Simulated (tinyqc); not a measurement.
Comparisons within one model: conduction-band anticrossing with a localised impurity level. A value that a table varies takes the place of the one given here.

Host conduction band EM(k) = Eg - al x + c k^2/mM, c = hbar^2/2m0, coupled to a flat level EI by V = C sqrt(x): H = [[EM, V], [V, EI]], E+/- = (EM + EI)/2 +/- sqrt((EM - EI)^2/4 + V^2). The host weight of a state at E is f = 1/(1 + V^2/(E - EI)^2), and its mass at k = 0 is mM/f. The gap is E-(0), the valence top staying at 0.

Constants: hbar^2/2m0 = 3.80998211 eV angstrom^2.

Values chosen for the exercise (host near GaAs; shifted at random, so the results belong to these values and not to a real crystal):
```
symbol  value  unit     meaning
Eg      1.513  eV       gap at Gamma to the s-like level
mM      0.067  m0       mass of the host band
EI      1.667  eV       impurity level, from the valence top of the host
C       2.38   eV       coupling
al      0.01   eV       linear shift of the host edge
x       0.059           impurity fraction
aM      103    meV/GPa  pressure coefficient of the host edge
aI      24     meV/GPa  pressure coefficient of the level
```

## Impurity fraction

The last column is the bowing that a quadratic law would need at that x, (Eg - gap)/(x (1 - x)), with equal end gaps.

Results:
```
x (%),E- (eV),E+ (eV),gap (eV),host weight of E-,mass of E-,bowing (eV)
0.1,1.4823,1.6977,1.4823,0.858,0.0781,30.7
0.2,1.4586,1.7214,1.4586,0.793,0.0845,27.2
0.5,1.4049,1.7751,1.4049,0.708,0.0946,21.7
1.0,1.3398,1.8401,1.3398,0.654,0.1024,17.5
2.0,1.2446,1.9352,1.2446,0.612,0.1095,13.7
3.0,1.1705,2.0092,1.1705,0.592,0.1132,11.8
5.0,1.0520,2.1275,1.0520,0.572,0.1172,9.7
8.0,0.9120,2.2672,0.9120,0.557,0.1203,8.2
```

The apparent bowing falls from 30.7 to 8.2 eV, so no single constant describes the gap: the part from the coupling goes as x while V is small against |EM - EI| and as sqrt(x) beyond (V = |Eg - EI| near x = 0.42 %), with the linear term al x on top; the fall of the gap goes as the power 0.83 of x between the first two rows and 0.56 between the last two. The mass of E- goes from 0.0781 to 0.1203, higher although the gap falls, against the usual k.p trend; with al = 0 the weight tends to 1/2 at large x.

## Pressure

Eg and EI move linearly with pressure; V is kept. The slope of E- is f aM + (1 - f) aI.

Results:
```
P (GPa),EM (eV),EI (eV),E- (eV),E+ (eV),host weight of E-,slope of E- (meV/GPa)
0,1.5124,1.6670,1.0065,2.1729,0.566,68.7
1,1.6154,1.6910,1.0739,2.2325,0.533,66.1
2,1.7184,1.7150,1.1386,2.2948,0.499,63.4
3,1.8214,1.7390,1.2006,2.3598,0.464,60.7
4,1.9244,1.7630,1.2600,2.4274,0.431,58.0
5,2.0274,1.7870,1.3167,2.4977,0.398,55.5
6,2.1304,1.8110,1.3710,2.5705,0.367,53.0
7,2.2334,1.8350,1.4227,2.6457,0.337,50.6
8,2.3364,1.8590,1.4723,2.7231,0.309,48.4
```

The unmixed levels cross at 1.96 GPa, where E+ - E- has its minimum 2V = 1.156 eV and the weights are 1/2. The slope of E- falls from 69 to 48 meV/GPa, between the limits aM = 103 and aI = 24, as the state turns impurity-like. The X valleys, which pass below the Gamma edge of the host at high pressure, are left out.

## What each parameter does

At k = 0. Each row changes one parameter from the base and keeps the others.

Results:
```
case,E- (eV),E+ (eV),gap (eV),mass (m0)
base,1.0065,2.1729,1.0065,0.1183
EI = 1.717 eV,1.0276,2.2018,1.0276,0.1141
al = 0.51 eV,0.9896,2.1603,0.9896,0.1158
Eg = 1.563 eV,1.0342,2.1952,1.0342,0.1229
C = 2.023 eV,1.0923,2.0871,1.0923,0.1160
x = 0.05015,1.0512,2.1283,1.0512,0.1172
mM = 0.05695 m0,1.0065,2.1729,1.0065,0.1006
```

The largest shifts from the base row, up to three for each result and ties (the steps differ in size, so this ranks the rows, not the parameters). E- (eV): C +0.0858, x +0.0447, Eg +0.0278; unchanged at the printed digits by mM. E+ (eV): C -0.0858, x -0.0446, EI +0.0288; unchanged at the printed digits by mM. gap (eV): C +0.0858, x +0.0447, Eg +0.0278; unchanged at the printed digits by mM. mass (m0): mM -0.0177, Eg +0.0046, EI -0.0042.

Program tinyqc; command `OMP_NUM_THREADS=1 python tinyqc.py 1080758 1080759 out.jsonl`; about 0.01 s on one thread of a shared Intel(R) Xeon(R) Processor @ 2.30GHz.
